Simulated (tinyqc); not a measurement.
# MOS inversion layer, Poisson-Schroedinger loop: mixing schemes compared

Electrons confined at an insulator interface at z = 0, treated as a hard wall; parabolic valleys, Hartree approximation, no image or exchange terms. The depletion charge lies far deeper than the electrons and gives a uniform field q Nd/(eps0 eps_r); the gate balances all charge. Energies are counted from the band edge at the interface.

V0 = q Nd z/(eps0 eps_r) in eV.

Tridiagonal Hamiltonian with psi = 0 one step beyond both ends: H_ii = C (1/m_(i-1/2) + 1/m_(i+1/2))/hz^2 + V0_i + U_i, H_(i,i+1) = -C/(m_(i+1/2) hz^2), C = hbar^2/(2 m0). The lowest 2 level(s) are kept, normalised to hz sum |psi|^2 = 1. The mass is the same on all intervals.

Level k holds N_k = D_k Vt ln(1 + exp((EF - E_k)/Vt)) with D = md1 m0 q/(pi hbar^2) per eV (spin included); EF is fixed by sum N_k = Ns.

n_i = sum_k N_k |psi_k|^2 (converted to cm^-3). Hartree part by Gauss: on the interval before node i the electrons still beyond are S_i = Ns - hz sum_(j<i) n_j, and U_i = U_(i-1) + q S_i hz/(eps0 eps_r) in eV, U_0 = 0 at the interface. Mixing: U(new) = U + a (U(out) - U).

Rounds from U = 0 until the largest |U(out) - U| is below 1e-7 eV (the round that meets it is counted). Anderson mixing of depth m keeps the last m inputs V and residuals F = V(out) - V(in), fits c by least squares to F = dF c over their successive differences dF, dV, and sets V(new) = V + a F - (dV + a dF) c.

Inputs (values chosen for the exercise); masses and permittivity close to those of In0.53Ga0.47As: temperature T = 77 K; relative permittivity eps_r = 13.9; mass along z of valley set A (1 valley(s)) mz1 = 0.0415 m0; in-plane density-of-states mass of set A md1 = 0.0411 m0; sheet density of electrons Ns = 1.2e12 cm^-2; sheet density of depletion charge Nd = 2.7e12 cm^-2; mesh step hz = 1.4 nm.

Constants: q = 1.602176634e-19 C, kB = 1.380649e-23 J/K, hbar = 1.054571817e-34 J s, m0 = 9.1093837015e-31 kg, Vt = kB T/q, eps0 = 8.8541878128e-14 F/cm where lengths are in cm, hbar^2/(2 m0) = 0.0380998212 eV nm^2. Results are converted to the units shown.

z, node 1 to 15 (nm): 1.4  2.8  4.2  5.6  7  8.4  9.8  11.2  12.6  14  15.4  16.8  18.2  19.6  21

Rounds needed:
```
a	depth m	rounds
1	plain	7
0.8	plain	9
0.6	plain	16
0.4	plain	27
0.2	plain	60
0.1	plain	125
0.5	2	9
0.5	4	6
0.5	8	6
```

What does the comparison show?

Among the plain runs a = 1 is fastest, with 7 rounds: the response of the charge is weak enough that no damping is needed. Anderson mixing needs 6 to 9 rounds.

tinyqc, about 0.5 s, one thread, Intel Xeon 2.30GHz (shared host): `OMP_NUM_THREADS=1 python tinyqc.py 2160169 2160170 out.jsonl`
